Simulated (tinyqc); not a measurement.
Hubbard ring of 4 sites, step by step. Computed by tinyqc, a small Python program that keeps every step. Settings: hopping = 1.57, U = 11.3, mixing = 1, iteration cap = 75. Command: `OMP_NUM_THREADS=1 python tinyqc.py 20669 20670 out.jsonl` (the two numbers bound the seeds that draw the settings). One thread of a shared host (Intel(R) Xeon(R) Processor @ 2.60GHz), about 0.2 s of CPU time with the checks. Later iterations appear only in the table of the cycle.

## Mean-field iteration 1

one-body matrix (hopping and site energies) (eV), lower triangle:
```
           1          2          3         4
1   0.000000
2  -1.570000   0.000000
3   0.000000  -1.570000   0.000000
4  -1.570000   0.000000  -1.570000  0.000000
```

U = 11.300000 eV

electrons, up and down: 2  2

mixing = 1

n(up) at the start (a guess, not normalised): 1 0.550000, 2 0.450000, 3 0.550000, 4 0.450000

n(down) at the start (a guess): 1 0.450000, 2 0.550000, 3 0.450000, 4 0.550000

H(up) = T + U n(down), H(down) = T + U n(up); fill the lowest levels; n(new) = n + mixing (n(out) - n); E = tr T (rho up + rho down) + U sum n_up n_down of the output.

levels, up (eV): 2.459573  5.085000  6.215000  8.840427

levels, down (eV): 2.459573  5.085000  6.215000  8.840427

energy = 1.205092 eV

n(up) after iteration 1: 1 0.794273, 2 0.205727, 3 0.794273, 4 0.205727

n(down) after iteration 1: 1 0.205727, 2 0.794273, 3 0.205727, 4 0.794273

## Mean-field iteration 2

As before.

levels, up (eV): 1.076476  2.324714  8.975286  10.223524

levels, down (eV): 1.076476  2.324714  8.975286  10.223524

energy = -1.437954 eV

n(up) after iteration 2: 1 0.931768, 2 0.068232, 3 0.931768, 4 0.068232

n(down) after iteration 2: 1 0.068232, 2 0.931768, 3 0.068232, 4 0.931768

## Mean-field iteration 3

As before.

levels, up (eV): -0.152073  0.771019  10.528981  11.452073

levels, down (eV): -0.152073  0.771019  10.528981  11.452073

energy = -1.672357 eV

n(up) after iteration 3: 1 0.960226, 2 0.039774, 3 0.960226, 4 0.039774

n(down) after iteration 3: 1 0.039774, 2 0.960226, 3 0.039774, 4 0.960226

## Convergence

Each step fills the lowest levels of T + U n(other spin) and sets n(new) = n + mixing (n(out) - n); stop when output and input agree to 1e-8.

Course of the cycle:
```
iteration       E (eV)  largest |n(out) - n(in)|  mean |n_up - n_down|
1           1.20509200                  2.44e-01              0.588546
2          -1.43795429                  1.37e-01              0.863536
3          -1.67235716                  2.85e-02              0.920452
4          -1.67799267                  3.79e-03              0.928031
5          -1.67808267                  4.67e-04              0.928964
6          -1.67808402                  5.69e-05              0.929077
7          -1.67808404                  6.92e-06              0.929091
8          -1.67808404                  8.42e-07              0.929093
9          -1.67808404                  1.03e-07              0.929093
10         -1.67808404                  1.25e-08              0.929093
11         -1.67808404                  1.52e-09              0.929093
```

local moments n_up - n_down: 1 0.929093, 2 -0.929093, 3 0.929093, 4 -0.929093

Converged in 11 iterations. Before convergence this energy mixes input and output and is not variational, so it may rise towards its limit.

## Exact diagonalisation (36 states)

Lowest levels of the sector, and the double occupancy of the lowest state.

lowest levels (eV): -2.248965  -1.714768  -0.901043  -0.813907  -0.813907  0.000000

double occupancy per site = 0.037585

The mean-field solution above lies 0.5709 eV above the exact energy.

## The lowest level by Lanczos steps

From a random start vector (not printed): a_j = <q_j|H|q_j>, b_j = norm of the remainder after orthogonalising; the Ritz value is the lowest eigenvalue of the tridiagonal matrix of a and b so far.

Lanczos:
```
j    a_j (eV)   b_j (eV)  lowest Ritz value (eV)
1   11.387380   6.342988             11.38737985
2   11.457048  10.596652              5.07912997
3   10.985385   4.950521             -1.07840582
4   11.637135   4.058149             -1.81650331
5   13.264583   9.498840             -1.88136295
6   10.539019   7.228619             -1.94915446
7    9.342093   2.694018             -2.11063256
8    8.248772   6.161486             -2.14418296
9   10.489863   9.493268             -2.16123741
10  13.202511   5.923486             -2.19859481
```
